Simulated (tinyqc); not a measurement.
# Worked calculation: read current of a NAND string, cells in series solved by shooting

Computed by the program tinyqc: `OMP_NUM_THREADS=1 python tinyqc.py 2142253 2142254 out.jsonl`, one thread of a shared Intel Xeon 2.30GHz, about 0.4 s for the whole run. Printed values are rounded.

Cells in series, numbered from 0 at the source line (0 V) to the bit line, each followed by a gap resistance Rg. A cell with gate Vg, threshold VT, source Vs and drain Vd passes I = 2 nf K Vt^2 [F(Vs) - F(Vd)]/(1 + th max(Vg - VT, 0)), F(V) = ln^2(1 + exp((Vg - VT - nf V)/(2 nf Vt))). The selected cell has Vg = Vr, the others Vg = Vp.

Inputs (values chosen for the exercise); values of the order met in vertical NAND strings:

| symbol | value | unit | meaning |
|---|---|---|---|
| T | 358 | K | temperature |
| K | 5.3 | uA/V^2 | gain factor of a cell |
| nf | 1.3 |  | slope factor |
| th | 0.08 | 1/V | mobility reduction factor |
| Rg | 4.9 | kohm | resistance of the gap between cells |
| Vbl | 0.7 | V | bit-line voltage |
| Vp | 7.6 | V | pass voltage |
| Vr | 3.64 | V | read voltage on the selected word line |

Constants: q = 1.602176634e-19 C, kB = 1.380649e-23 J/K, Vt = kB T/q. Results are converted to the units shown.

## Step 1: node voltages for a trial current

first trial current = 0.72 uA
thresholds from the source end, cell 0 to 5 (V): [3.6, 1.8, 3.6, 3.6, 3.6, -2.4]

For a trial current I start at 0 V and, cell by cell (the selected one is cell 1), solve for the drain: sqrt(F(Vd)) = sqrt(F(Vs) - I/k), k = 2 nf K Vt^2/(1 + th max(Vg - VT, 0)), Vd = [Vg - VT - 2 nf Vt ln(exp(sqrt F) - 1)]/nf, then add I Rg.

node voltage after each cell and gap, trial 1, cell 0 to 5 (V): [0.04868962, 0.1429455, 0.1938707, 0.2456472, 0.2983215, 0.3273328]

## Step 2: node voltages for a trial current

second trial current = 1.4 uA

As before.

node voltage after each cell and gap, trial 2, cell 0 to 5 (V): [0.09530085, 0.2924592, 0.3973711, 0.5062709, 0.6196761, 0.6784396]

## Course of the secant iteration

Secant steps on the end voltage less Vbl, from the two trials; a trial above the saturation current of a cell has no solution and is moved halfway to the previous trial. Stop below 1e-9 V.

Course of the iteration:
```
iteration    I (uA)  end voltage - Vbl (V)  halvings
1          1.441757                1.76e-3         0
2          1.438605               -8.34e-6         0
3          1.438620               -3.22e-9         0
4          1.438620               5.22e-15         0
```

Converged in 4 iterations to I = 1.4386 uA. The selected cell takes 28.1 % of the bit-line voltage and the gaps together 6.04 %.
